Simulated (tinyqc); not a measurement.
# From <m> back to coupling J

Model: q-state Potts model on a small periodic square lattice: enumeration, Metropolis, heat-bath and Wolff steps. Computed by tinyqc, a small Python program. Command: `OMP_NUM_THREADS=1 python tinyqc.py 3112740 3112741 out.jsonl potts inv`. One thread of a shared host (Intel(R) Xeon(R) Processor @ 2.30GHz), about 0.01 s of CPU time with the checks.

E = -J x (number of nearest-neighbour bonds with equal states); n x n sites with periodic edges have 2 n^2 bonds. Order parameter m = (q f - 1)/(q - 1), f being the largest share of one state. Sites are numbered row by row from 0. Here q = 2 and n = 4.

Inputs (values chosen for the exercise, for a model of domains or grain orientations): number of states q = 2; edge n = 4; temperature T = 543 K.

Constants: k_B = 8.617333262e-05 eV/K.

Method:
- K = J/(k_B T); the infinite square lattice orders at K_c = ln(1 + sqrt(q)); Wolff bond probability p = 1 - exp(-K).
- All q^(n^2) states are counted by their number b of equal bonds; weights g(b) exp(K b), K = J/(k_B T). Per site: u = -J <b>/n^2, c/k_B = K^2 (<b^2> - <b>^2)/n^2.
- The same sums with m: <m> and the Binder ratio U = 1 - <m^4>/(3 <m^2>^2).

Question. A run gave the result below. Find the coupling J, known to lie between 29 and 100 meV.

<m> = 0.9676801

Answer.

Each step takes the trial c = (a f_b - b f_a)/(f_b - f_a), f being the result less the target and a, b, c the logarithms of the listed values; c replaces end b, the old b replaces a if the sign of f changed, and otherwise f_a is halved.

Scan of the range:
```
coupling J (meV)       <m>
29.0              0.543542
35.6              0.719365
43.8              0.884069
53.9              0.964990
66.2              0.990646
81.4              0.997818
100.0             0.999589
```

False position (Illinois rule, in the logarithm of the input) inside the bracket:
```
step    end a    end b    trial       <m>
1     53.9000  66.2000  55.0744  0.969374
2     53.9000  55.0744  54.4166  0.966998
3     55.0744  54.4166  54.6046  0.967697
4     54.4166  54.6046  54.6000  0.967680
5     54.4166  54.6000  54.6000  0.967680
6     54.6000  54.6000  54.6000  0.967680
```

<m> rises at every point of a 13-point scan of the range (every second point is shown), so one value fits; it is bracketed by 53.9 and 66.2. Answer: coupling J = 54.60 meV.
